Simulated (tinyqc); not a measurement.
Inside a calculation. Method: coupled-perturbed Hartree-Fock on RHF in the sto-3g basis, for BeH+, spin multiplicity 1. One step of it, computed by the program tinyqc.

Problem. Coupled step 2. U_ai = -(mu_ai + sum_bj [4 (ai|bj) - (ab|ij) - (aj|bi)] U_bj) / (e_a - e_i); alpha = -4 sum U_ai mu_ai.

U after step 1, order a3, a4, a5, a6:
$$\begin{pmatrix}
0.019614 & 2.897398 \\
0.000000 & 0.000000 \\
0.000000 & 0.000000 \\
0.013977 & -0.813954
\end{pmatrix}$$

dipole integrals <a|z|i> (bohr), order a3, a4, a5, a6:
$$\begin{pmatrix}
-0.098424 & -0.942675 \\
0.000000 & 0.000000 \\
0.000000 & 0.000000 \\
-0.108001 & 0.814917
\end{pmatrix}$$

orbital energies (hartree): MO1 -5.006575, MO2 -0.688612, MO3 -0.257486, MO4 -0.133266, MO5 -0.133266, MO6 0.203002

Two-electron integrals over orbitals (pq|rs), unique and non-zero (hartree):
```
(11|11) 2.275558    (21|11) -0.167169   (21|21) 0.020775    (22|11) 0.464198
(22|21) 0.000521    (22|22) 0.491826    (31|11) -0.173287   (31|21) 0.016847
(31|22) -0.015843   (31|31) 0.027121    (32|11) 0.056689    (32|21) -0.005574
(32|22) -0.067750   (32|31) 0.002217    (32|32) 0.046970    (33|11) 0.541853
(33|21) -0.012001   (33|22) 0.321632    (33|31) 0.003448    (33|32) 0.033059
(33|33) 0.449671    (41|41) 0.015592    (42|41) 0.013669    (42|42) 0.043895
(43|41) 0.013924    (43|42) 0.032648    (43|43) 0.050442    (44|11) 0.569237
(44|21) -0.005994   (44|22) 0.357010    (44|31) -0.006100   (44|32) 0.028651
(44|33) 0.392547    (44|44) 0.449859    (51|51) 0.015592    (52|51) 0.013669
(52|52) 0.043895    (53|51) 0.013924    (53|52) 0.032648    (53|53) 0.050442
(54|54) 0.024249    (55|11) 0.569237    (55|21) -0.005994   (55|22) 0.357010
(55|31) -0.006100   (55|32) 0.028651    (55|33) 0.392547    (55|44) 0.401360
(55|55) 0.449859    (61|11) 0.094247    (61|21) -0.015212   (61|22) -0.009939
(61|31) -0.003281   (61|32) 0.007473    (61|33) 0.016373    (61|44) 0.002235
(61|55) 0.002235    (61|61) 0.017313    (62|11) -0.131513   (62|21) 0.002013
(62|22) 0.038186    (62|31) 0.007730    (62|32) -0.050785   (62|33) -0.021530
(62|44) -0.064153   (62|55) -0.064153   (62|61) 0.003210    (62|62) 0.121172
(63|11) 0.061964    (63|21) -0.003332   (63|22) -0.056323   (63|31) 0.005287
(63|32) 0.041590    (63|33) 0.055874    (63|44) 0.026295    (63|55) 0.026295
(63|61) 0.007107    (63|62) -0.054260   (63|63) 0.058286    (64|41) -0.008279
(64|42) -0.027987   (64|43) -0.011297   (64|64) 0.024288    (65|51) -0.008279
(65|52) -0.027987   (65|53) -0.011297   (65|65) 0.024288    (66|11) 0.495788
(66|21) -0.001162   (66|22) 0.494830    (66|31) -0.014342   (66|32) -0.069694
(66|33) 0.349019    (66|44) 0.360565    (66|55) 0.360565    (66|61) -0.007309
(66|62) 0.068386    (66|63) -0.059334   (66|66) 0.534486
```

Give: U after step 2; polarisability.

Solution.

U after step 2, order a3, a4, a5, a6:
$$\begin{pmatrix}
0.0160 & 3.2181 \\
0.0000 & 0.0000 \\
0.0000 & 0.0000 \\
0.0097 & -0.7225
\end{pmatrix}$$

polarisability = 14.5003 bohr^3
